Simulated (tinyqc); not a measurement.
Gated graphene, quantum capacitance: course of the iteration.

phi is the Fermi level above the Dirac point, in volts; Vg is counted from the gate voltage of charge neutrality. Ideal linear bands, no charge puddles.

Start: phi = 0.01 V.

N0 = (2/pi)(kB T/(hbar vF))^2; n = N0 F1(phi/Vt), p = N0 F1(-phi/Vt), F1(e) = int_0^infinity u du/(1 + exp(u - e)) = -Li2(-exp(e)); Cq = q d(n - p)/dphi = (q N0/Vt) ln[2 (1 + cosh(phi/Vt))]. Substitution: phi(new) = Vg - q (n - p + Dit phi)/Cox.

Stop when the step is below 1e-10 V, or after 40 iterations.

Values chosen for this exercise; values close to those of graphene:

| symbol | value | unit | meaning |
|---|---|---|---|
| T | 300 | K | temperature |
| vF | 9.96e5 | m/s | Fermi velocity |
| Dit | 0 | cm^-2 eV^-1 | density of traps |
| Vg | 0.25 | V | gate voltage |

Constants: q = 1.602176634e-19 C, kB = 1.380649e-23 J/K, hbar = 1.054571817e-34 J s, Vt = kB T/q. Results are converted to the units shown.

Cox = 7.52606 uF/cm^2

Course of the iteration:
```
iteration,phi before the step (V),step (V)
1,0.01,0.239
2,0.248860,-0.100
3,0.148888,0.0627
4,0.211595,-0.0357
5,0.175943,0.0218
6,0.197731,-0.0128
7,0.184891,7.75e-3
8,0.192638,-4.61e-3
9,0.188026,2.77e-3
...,...,...
32,0.189761,-2.06e-8
33,0.189761,1.23e-8
34,0.189761,-7.38e-9
35,0.189761,4.42e-9
36,0.189761,-2.64e-9
37,0.189761,1.58e-9
38,0.189761,-9.47e-10
39,0.189761,5.67e-10
40,0.189761,-3.39e-10
```

Did this iteration meet its convergence test, and what does its course show?

No. Not converged within 40 iterations: the residual falls steadily but slowly, by a factor of about 0.60 a step over the last four steps (counting the size of the step as the residual). At the solution the slope of the map is -(Cq + q Dit)/Cox = -0.60; its size is below 1, so substitution contracts. A rerun with Newton steps converges in 5 iterations.

Numbers from tinyqc (`OMP_NUM_THREADS=1 python tinyqc.py 2200003 2200004 out.jsonl`; about 0.01 s on one thread of a shared Intel Xeon 2.30GHz).
